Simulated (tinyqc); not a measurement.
What moves the results: heavy doping: gap narrowing, degeneracy and the minority density. A value that a table varies takes the place of the one given here.

F_j(eta) = (1/Gamma(j + 1)) integral_0^infinity x^j dx/(1 + exp(x - eta)), which tends to exp(eta) for eta << 0.

Empirical narrowing (Slotboom form, constants chosen for the exercise; published fits of this form give the apparent narrowing, here it is taken as the true one): dEg = E0 [ln(N/N0) + sqrt(ln(N/N0)^2 + C)].

Majority: N = Nv F_1/2(eta), eta the distance of EF beyond the majority band edge in kT. Degeneracy factor gam = F_1/2(eta)/exp(eta). ni0^2 = Nc Nv exp(-Eg/kT); product n p = ni0^2 gam exp(dEg/kT), dEg the true narrowing; apparent narrowing dEa = dEg + kT ln gam; minority density = n p/N.

Bipolar transistor with N as emitter doping: beta = K (N/NB) exp((dEa_B + dG - dEa_E)/kT), dEa_E = dEg(N) + kT ln gam, dEa_B = dEg(NB). For the sweep in T, Nv is scaled as (T/T0)^(3/2) from its value at T0 = T.

Constants: kB = 8.617333262e-05 eV/K.

Inputs chosen for the exercise (gap and densities of states near those of Si at this temperature; narrowing constants near the fits for Si; shifted at random, so the results belong to these values and not to a real crystal):
- Eg = 1.132 eV (gap)
- Nc = 2.79e+19 1/cm^3 (conduction-band density of states)
- Nv = 1.1e+19 1/cm^3 (valence-band density of states)
- T = 300 K
- E0 = 6.42 meV (narrowing scale)
- N0 = 1.1e+17 1/cm^3 (onset density)
- C = 0.5 (smoothing constant)
- N = 2.3e+18 1/cm^3 (ionised acceptors, equal to the majority density)
- NB = 2e+17 1/cm^3 (base doping)
- K = 4.3 (ratio (D_B W_E)/(D_E W_B))
- dG = 120 meV (extra narrowing of the base by alloying)

## Narrowing against degeneracy

N takes the values listed; the last column is N over the factor gam exp(dEg/kT), the doping that a simple model would need to give the same minority density.

Results:
```
N (1/cm^3)    eta      gam  dEg (meV)  dEa (meV)  minority (1/cm^3)  effective doping (1/cm^3)
3.0e+16     -5.90    0.999        1.2        1.1           1.03e+03                   2.87e+16
1.0e+17     -4.70    0.997        4.0        3.9                343                   8.60e+16
3.0e+17     -3.59    0.990       14.3       14.1                170                   1.74e+17
1.0e+18     -2.37    0.968       29.1       28.2               88.0                   3.36e+17
3.0e+18     -1.20    0.908       42.9       40.4               47.0                   6.28e+17
1.0e+19      0.22    0.728       58.3       50.1               20.5                   1.44e+18
3.0e+19      1.93    0.394       72.3       48.3               6.36                   4.64e+18
9.0e+19      4.73   0.0724       86.4       18.5              0.670                   4.41e+19
2.0e+20      8.26  0.00471       96.6      -41.9             0.0292                   1.01e+21
```

dEg grows steadily to 96.6 meV, while the apparent value peaks at 50.1 meV for N = 1e+19 and falls to -41.9 meV as the Fermi level enters the band (a negative value is not met in measurements: parabolic bands with a fixed mass overstate the filling). N grows by a factor 33 from the third to the sixth row and the effective doping by 8.3: net of degeneracy, narrowing takes away 75 % of the factor gained by heavier doping.

## Current gain against temperature

Gain:
```
T (K)      beta  beta with dG = 0  without narrowing
150    6.54e+04              6.08               49.5
200    1.06e+04              10.1               49.5
250    3.59e+03              13.7               49.5
300    1.75e+03              16.8               49.5
350    1.04e+03              19.5               49.5
400         711              21.9               49.5
450         527              23.9               49.5
```

dEa_B + dG - dEa_E at T0 = 92.1 meV

beta is 6.54e+04 at 150 K and 527 at 450 K, since the net exponent is positive: the gap is narrower in the base. At 300 K narrowing and degeneracy change the gain by a factor 0.34 and alloying the base by 104.

## What moves the minority density and the gain

All results formed anew. Each row changes one parameter from the base and keeps the others.

Results:
```
case                  dEg (meV)  dEa (meV)  minority (1/cm^3)      beta
base                      39.56      37.65               55.1  1.75e+03
N = 4.6e+18 1/cm^3        48.36      44.56               36.0  2.67e+03
E0 = 7.704 meV            47.47      45.56               74.8  1.39e+03
N0 = 2.2e+17 1/cm^3       30.80      28.90               39.3  1.96e+03
Eg = 1.152 eV             39.56      37.65               25.4  1.75e+03
Nv = 1.43e+19 1/cm^3      39.56      38.09               72.8  1.72e+03
NB = 4e+17 1/cm^3         39.56      37.65               55.1  1.19e+03
```

The largest shifts from the base row, up to three for each result and ties (the steps differ in size, so this ranks the rows, not the parameters). dEg (meV): N +8.81, N0 -8.75, E0 +7.91; unchanged at the printed digits by Eg, Nv and NB. dEa (meV): N0 -8.75, E0 +7.91, N +6.91; unchanged at the printed digits by Eg and NB. minority (1/cm^3): Eg -29.7, E0 +19.7, N -19.1; unchanged at the printed digits by NB. beta: N +927, NB -558, E0 -359; unchanged at the printed digits by Eg.

Computed by tinyqc, a small Python program: `OMP_NUM_THREADS=1 python tinyqc.py 1681530 1681531 out.jsonl` (the numbers bound the seed that draws the inputs); one thread of a shared host (Intel(R) Xeon(R) Processor @ 2.30GHz), about 0.01 s for the whole set of steps.
